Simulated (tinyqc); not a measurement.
Lifetime against injection: carrier lifetime from Shockley-Read-Hall, radiative, Auger and surface recombination. Computed by tinyqc, a small Python program. Command: `OMP_NUM_THREADS=1 python tinyqc.py 3022963 3022964 out.jsonl lifetime walk`. One thread of a shared host (Intel(R) Xeon(R) Processor @ 2.30GHz), about 0.02 s of CPU time with the checks.

Energies are counted from the top of the valence band. Boltzmann statistics, full ionisation, and equal excess densities of electrons and holes.

Inputs (values chosen for the exercise, with bands modelled on germanium):
```
quantity                          value    unit
gap E_g                           0.665      eV
electron mass m_e                 0.217     m_0
valleys M_c                           4       -
hole mass m_h                     0.336     m_0
temperature T                       400       K
doping N                        1.3e+18   cm^-3
trap level E_t                    0.327      eV
trap density N_t                1.1e+14   cm^-3
electron cross-section sigma_n  2.4e-14    cm^2
hole cross-section sigma_p      6.4e-15    cm^2
radiative coefficient B           3e-15  cm^3/s
Auger coefficient C_n           2.9e-30  cm^6/s
Auger coefficient C_p           1.5e-31  cm^6/s
```

Doping: n-type. Surface term: none.

Constants: m_0 = 9.1093837015e-31 kg; k_B = 1.380649e-23 J/K; h = 6.62607015e-34 J s; k_B = 8.617333262e-05 eV/K.

Method:
- N_c = 2 M_c (2 pi m_e k_B T/h^2)^(3/2) and N_v = 2 (2 pi m_h k_B T/h^2)^(3/2), masses in units of m_0.
- n_i = sqrt(N_c N_v) exp(-E_g/2 k_B T); majority density N/2 + sqrt(N^2/4 + n_i^2), minority density n_i^2 over it.
- v = sqrt(3 k_B T/m) with m_e or m_h; tau_n0 = 1/(sigma_n v_n N_t), tau_p0 = 1/(sigma_p v_p N_t); n1 = N_c exp(-(E_g - E_t)/k_B T), p1 = N_v exp(-E_t/k_B T).
- With n = n_0 + dn, p = p_0 + dn and U/dn = 1/tau: (n p - n_i^2)/dn = n_0 + p_0 + dn = s; 1/tau_SRH = s/[tau_p0 (n + n1) + tau_n0 (p + p1)]; 1/tau_rad = B s; 1/tau_Aug = (C_n n + C_p p) s; the rates add.
- Rows stop below half the smaller effective density of states.

N_c = 1.56218e+19 cm^-3

N_v = 7.52470e+18 cm^-3

n_0 = 1.30000e+18 cm^-3

p_0 = 3.78133e+11 cm^-3

tau_p0 = 6.10533e-08 s

n1 = 8.61226e+14 cm^-3

tau_n0 = 1.30839e-08 s

p1 = 5.70782e+14 cm^-3

Lifetimes (s):
```
dn (cm^-3)         SRH   radiative       Auger   effective  radiative efficiency  fastest channel
1.00e+10    6.1099e-08  2.5641e-04  2.0404e-07  4.7011e-08            1.8334e-04              SRH
1.00e+11    6.1099e-08  2.5641e-04  2.0404e-07  4.7011e-08            1.8334e-04              SRH
1.00e+12    6.1099e-08  2.5641e-04  2.0404e-07  4.7011e-08            1.8334e-04              SRH
1.00e+13    6.1100e-08  2.5641e-04  2.0404e-07  4.7011e-08            1.8334e-04              SRH
1.00e+14    6.1100e-08  2.5639e-04  2.0401e-07  4.7010e-08            1.8335e-04              SRH
1.00e+15    6.1110e-08  2.5621e-04  2.0372e-07  4.7000e-08            1.8344e-04              SRH
1.00e+16    6.1199e-08  2.5445e-04  2.0086e-07  4.6898e-08            1.8431e-04              SRH
1.00e+17    6.2031e-08  2.3810e-04  1.7528e-07  4.5808e-08            1.9239e-04              SRH
1.00e+18    6.6768e-08  1.4493e-04  6.3751e-08  3.2605e-08            2.2497e-04            Auger
```

What does the comparison show, and why?

tau_SRH goes from 6.11e-8 s at low injection (the minority capture time, 6.11e-8 s) to 6.68e-8 s in the last row; at high injection it tends to tau_n0 + tau_p0 = 7.41e-8 s. Ruling channel by row: SRH from 1e10, Auger from 1e18 cm^-3.
